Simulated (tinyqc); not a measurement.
Inputs raised by 10 %, one at a time: equilibrium crystal shape, supported particles, Gibbs-Thomson effect and coarsening. Computed by tinyqc, a small Python program. Command: `OMP_NUM_THREADS=1 python tinyqc.py 3013715 3013716 out.jsonl wulff sens`. One thread of a shared host (Intel(R) Xeon(R) Processor @ 2.30GHz), about 0.1 s of CPU time with the checks.

A cubic crystal bounded by {100}, {110} and {111} facets only.

Inputs (values chosen for the exercise, for a model cubic crystal):
```
quantity,value,unit
atomic volume Omega,16.61,angstrom^3
atoms in the particle N,300000,-
temperature T,575,K
precipitate interface energy gamma_i,0.35,J/m^2
solubility x_inf at a flat interface,0.00043,-
diffusivity D,4.1e-16,m^2/s
mean radius at the start r0,1.4,nm
time t,760,s
```

Surface energies: given.

surface energies gamma(100), gamma(110), gamma(111) (J/m^2): [0.945, 0.994, 0.936]

Constants: e = 1.602176634e-19 C; k_B = 8.617333262e-05 eV/K; k_B = 1.380649e-23 J/K.

Method:
- The energies and Omega are given.
- Wulff construction: the facet planes lie at distances lambda gamma from the centre, and the shape is the region inside all of them; V = (1/3) sum of area x distance. gamma_mean = sum A gamma / sum A; shape factor eta = A/V^(2/3) (4.836 for a sphere). lambda follows from V = N Omega.
- For the Wulff shape mu - mu(bulk) = 2 Omega gamma/h, with gamma and h = lambda gamma the energy and distance of any one facet plane, here (111); the vapour pressure rises by exp[(mu - mu(bulk))/(k_B T)].
- Spherical precipitates of nearly pure solute with atomic volume Omega: x(r) = x_inf exp(l/r), l = 2 gamma_i Omega/(k_B T). Diffusion-limited coarsening at small volume fraction (Lifshitz-Slyozov-Wagner): r^3 = r0^3 + K t, K = (4/9) D x_inf l; the number density falls as (r0/r)^3. The steady size distribution is assumed from the start, and D and x_inf are inputs that do not follow T.

Runs:
```
input moved,from,to,mu - mu(bulk) (meV),gamma_mean (J/m^2),capillary length l (nm),number density over its start
base run,-,-,19.609,0.95448,1.4646,0.030502
atomic volume Omega (angstrom^3),16.61,18.271,20.895,0.95448,1.6111,0.027806
atoms in the particle N,300000,330000,18.996,0.95448,1.4646,0.030502
temperature T (K),575,632.5,19.609,0.95448,1.3314,0.033450
precipitate interface energy gamma_i (J/m^2),0.35,0.385,19.609,0.95448,1.6111,0.027806
solubility x_inf at a flat interface,0.00043,0.000473,19.609,0.95448,1.4646,0.027806
mean radius at the start r0 (nm),1.4,1.54,19.609,0.95448,1.4646,0.040193
time t (s),760,836,19.609,0.95448,1.4646,0.027806
```

Exponents ln(y'/y) / ln(x'/x):
```
input,mu - mu(bulk),gamma_mean,capillary length l,number density over its start
atomic volume Omega,0.667,0,1,-0.971
atoms in the particle N,-0.333,0,0,0.000
temperature T,0.000,0,-1,0.968
precipitate interface energy gamma_i,0.000,0,1,-0.971
solubility x_inf at a flat interface,0.000,0,0,-0.971
mean radius at the start r0,0.000,0,0,2.895
time t,0.000,0,0,-0.971
```

Among the inputs moved here: mu - mu(bulk) answers most in size to atomic volume Omega (exponent +0.667), next to atoms in the particle N (-0.333); its exponent is below 0.0005 for temperature T, precipitate interface energy gamma_i, solubility x_inf at a flat interface, mean radius at the start r0, time t. Its exponent -0.333 in atoms in the particle N: mu goes as 1/size. gamma_mean hardly depends on these (all exponents below 0.005). Capillary length l answers most in size to atomic volume Omega (exponent +1.000), and about equally to temperature T (-1.000), precipitate interface energy gamma_i (+1.000); its exponent is below 0.0005 for atoms in the particle N, solubility x_inf at a flat interface, mean radius at the start r0, time t. Its exponent -1.000 in temperature T: l carries 1/(k_B T). Number density over its start answers most in size to mean radius at the start r0 (exponent +2.895), next to atomic volume Omega (-0.971); its exponent is below 0.0005 for atoms in the particle N. Its exponent -0.971 in time t: at fixed volume fraction the number goes as 1/r^3.

Caution (all rows): l is not small against r0, so the linearised Gibbs-Thomson law behind the coarsening rate is rough.
